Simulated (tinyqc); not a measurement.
Coupled-perturbed Hartree-Fock on RHF in the 6-31g basis, for H4, spin multiplicity 1, step by step. One step of it, computed by the program tinyqc.

Task: Coupled step 1. U_ai = -(mu_ai + sum_bj [4 (ai|bj) - (ab|ij) - (aj|bi)] U_bj) / (e_a - e_i); alpha = -4 sum U_ai mu_ai.

uncoupled U:
```
           i1         i2
a3   1.081706   0.000000
a4   0.000000   1.194738
a5   0.000000   0.000000
a6   0.000000   0.000000
a7  -0.089060   0.000000
a8   0.000000  -0.127355
```

dipole integrals <a|z|i> (bohr):
```
           i1         i2
a3  -0.989835   0.000000
a4   0.000000  -0.991360
a5   0.000000   0.000000
a6   0.000000   0.000000
a7   0.188526   0.000000
a8   0.000000   0.248383
```

orbital energies (hartree): MO1 -0.755955, MO2 -0.455900, MO3 0.159114, MO4 0.373872, MO5 0.766800, MO6 0.809406, MO7 1.360885, MO8 1.494422

Two-electron integrals over orbitals (pq|rs), unique and non-zero (hartree):
```
(11|11) 0.536447    (21|21) 0.166438    (22|11) 0.502676    (22|22) 0.490538
(31|31) 0.062437    (32|32) 0.032420    (33|11) 0.391877    (33|22) 0.370768
(33|33) 0.357166    (41|32) 0.029413    (41|41) 0.026808    (42|31) 0.050189
(42|42) 0.047921    (43|21) 0.081387    (43|43) 0.069976    (44|11) 0.343450
(44|22) 0.340675    (44|33) 0.316592    (44|44) 0.307456    (51|21) -0.067432
(51|43) -0.014628   (51|51) 0.051524    (52|11) -0.121104   (52|22) -0.104984
(52|33) -0.051001   (52|44) -0.028530   (52|52) 0.071302    (53|32) 0.001239
(53|41) 0.002149    (53|53) 0.013708    (54|31) 0.012958    (54|42) 0.018063
(54|54) 0.026505    (55|11) 0.415576    (55|22) 0.407181    (55|33) 0.323780
(55|44) 0.307107    (55|52) -0.069563   (55|55) 0.361214    (61|11) 0.096831
(61|22) 0.092102    (61|33) 0.031397    (61|44) 0.024050    (61|52) -0.057922
(61|55) 0.063750    (61|61) 0.054873    (62|21) 0.065123    (62|43) 0.012007
(62|51) -0.049493   (62|62) 0.050057    (63|31) -0.023581   (63|42) -0.019582
(63|54) -0.023242   (63|63) 0.032349    (64|32) -0.006420   (64|41) -0.006671
(64|53) -0.014038   (64|64) 0.015980    (65|21) -0.120551   (65|43) -0.066834
(65|51) 0.043662    (65|62) -0.041630   (65|65) 0.099340    (66|11) 0.426993
(66|22) 0.410287    (66|33) 0.341311    (66|44) 0.308781    (66|52) -0.076803
(66|55) 0.357326    (66|61) 0.059796    (66|66) 0.370693    (71|31) -0.050867
(71|42) -0.041142   (71|54) 0.009087    (71|63) -0.006651   (71|71) 0.072797
(72|32) -0.035405   (72|41) -0.031033   (72|53) 0.015563    (72|64) -0.010910
(72|72) 0.063482    (73|11) -0.102078   (73|22) -0.093745   (73|33) -0.041581
(73|44) -0.031324   (73|52) 0.047182    (73|55) -0.064069   (73|61) -0.042272
(73|66) -0.061132   (73|73) 0.047095    (74|21) -0.045130   (74|43) -0.009714
(74|51) 0.029005    (74|62) -0.029224   (74|65) 0.025863    (74|74) 0.024833
(75|32) 0.033889    (75|41) 0.029890    (75|53) -0.008019   (75|64) 0.002152
(75|72) -0.053111   (75|75) 0.051947    (76|31) -0.055805   (76|42) -0.047629
(76|54) -0.006199   (76|63) 0.012562    (76|71) 0.061082    (76|76) 0.068952
(77|11) 0.506727    (77|22) 0.482792    (77|33) 0.382807    (77|44) 0.338389
(77|52) -0.122647   (77|55) 0.404412    (77|61) 0.100926    (77|66) 0.415555
(77|73) -0.099896   (77|77) 0.512055    (81|32) -0.038073   (81|41) -0.033270
(81|53) 0.015736    (81|64) -0.009966   (81|72) 0.065691    (81|75) -0.056031
(81|81) 0.068780    (82|31) -0.055092   (82|42) -0.045459   (82|54) 0.009199
(82|63) -0.004606   (82|71) 0.076342    (82|76) 0.067163    (82|82) 0.082308
(83|21) -0.062709   (83|43) -0.022206   (83|51) 0.036135    (83|62) -0.034712
(83|65) 0.039470    (83|74) 0.028573    (83|83) 0.035771    (84|11) -0.097525
(84|22) -0.089689   (84|33) -0.048786   (84|44) -0.031749   (84|52) 0.044706
(84|55) -0.058431   (84|61) -0.036803   (84|66) -0.062404   (84|73) 0.040238
(84|77) -0.097852   (84|84) 0.039525    (85|31) 0.054267    (85|42) 0.047331
(85|54) 0.004540    (85|63) -0.006328   (85|71) -0.065489   (85|76) -0.067864
(85|82) -0.069904   (85|85) 0.070412    (86|32) -0.033570   (86|41) -0.029753
(86|53) 0.008083    (86|64) -0.002943   (86|72) 0.054050    (86|75) -0.052154
(86|81) 0.056274    (86|86) 0.053087    (87|21) 0.173765    (87|43) 0.085753
(87|51) -0.083442   (87|62) 0.080500    (87|65) -0.129802   (87|74) -0.055278
(87|83) -0.076321   (87|87) 0.210211    (88|11) 0.520789    (88|22) 0.499370
(88|33) 0.384349    (88|44) 0.344216    (88|52) -0.130023   (88|55) 0.416837
(88|61) 0.110040    (88|66) 0.423696    (88|73) -0.110081   (88|77) 0.527721
(88|84) -0.104616   (88|88) 0.547828
```

Give: U after step 1; polarisability.

Result:

U after step 1:
```
        i1      i2
a3   1.185   0.000
a4   0.000   1.344
a5   0.000   0.000
a6   0.000   0.000
a7  -0.022   0.000
a8   0.000  -0.046
```

polarisability = 10.083 bohr^3
